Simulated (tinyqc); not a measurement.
Standing waves and exposure in a photoresist film, step by step. Values are carried at full precision from step to step, so a last printed digit may differ when a step is redone from the rounded ones.

Normal incidence from air. Unexposed resist: N1 = n1 + i k1 with k1 = (A + B) lam/(4 pi), lam in micrometres. r01 = (1 - N1)/(1 + N1), t01 = 2/(1 + N1). Below the resist lie the layer Na = na + i ka and the substrate Ns = ns + i ks: r12 = (r1a + ras x)/(1 + r1a ras x), x = exp(4 pi i Na da/lam), r1a = (N1 - Na)/(N1 + Na), ras = (Na - Ns)/(Na + Ns). With p = exp(2 pi i N1 d/lam), the field at depth z is E(z) = t01 [exp(2 pi i N1 z/lam) + r12 p^2 exp(-2 pi i N1 z/lam)]/(1 + r01 r12 p^2), the relative intensity I(z) = n1 |E(z)|^2 and the reflectance R = |(r01 + r12 p^2)/(1 + r01 r12 p^2)|^2.

Values chosen for the exercise (a resist on W, indices near tabulated ones; the results hold for these values, not for the real material): lam = 248 nm (vacuum wavelength); n1 = 1.752 (resist index); A = 0.03 1/micrometre (bleachable absorption (Dill A)); B = 0.6 1/micrometre (fixed absorption (Dill B)); d = 266 nm (resist thickness); ns = 3.373 (substrate n); ks = 2.777 (substrate k); na = 1.851 (n of the bottom antireflection layer); ka = 0.415 (its k); da = 68 nm (its thickness); C = 0.019 cm^2/mJ (exposure rate (Dill C)); D = 60 mJ/cm^2 (incident dose); Ld = 10 nm (diffusion length of the post-exposure bake).

## Interface coefficients

Form N1, r01, t01 and r12.

N1 = 1.75200+0.01243i
r01 = -0.2733-0.0033i
t01 = 0.7267-0.0033i
r12 = -0.1364-0.1626i
|r12|^2 = 0.0450

Next to the bottom the intensity swings by a factor ((1 + |r12|)/(1 - |r12|))^2 = 2.37 between antinode and node; without the layer |r12|^2 would be 0.3017.

## Round trip and reflectance

Form p^2, the denominator and R; the period of the standing wave is lam/(2 n1).

p^2 = 0.0442-0.8446i
1 + r01 r12 p^2 = 1.0395-0.0291i
R = 0.1706
period = 70.78 nm

The film holds 3.76 periods.

## Intensity and exposure over the lowest period

Nine depths from d - period to d. Without bleaching during the exposure the share of unexposed compound is m = exp(-C D I).

Profile:
```
z (nm)      I      m
195.2   0.590  0.510
204.1   0.478  0.580
212.9   0.544  0.538
221.8   0.749  0.426
230.6   0.969  0.331
239.5   1.074  0.294
248.3   0.999  0.320
257.2   0.787  0.408
266.0   0.559  0.529
```

I runs from 0.478 to 1.074 on these points, so m runs from 0.294 to 0.580; the least exposed point listed lies 61.9 nm above the bottom.

## Smoothing by the bake

Gaussian diffusion of length Ld multiplies a cosine of period L by exp(-2 pi^2 Ld^2/L^2). Give that factor, and the Ld that leaves 10 %.

factor = 0.674
Ld for 10 % = 24.17 nm

## Checks

- R against the transfer-matrix product: both 0.17063.

Computed by tinyqc, a small Python program: `OMP_NUM_THREADS=1 python tinyqc.py 1652084 1652085 out.jsonl` (the numbers bound the seed that draws the inputs); one thread of a shared host (Intel(R) Xeon(R) Processor @ 2.30GHz), about 0.01 s for the whole set of steps.
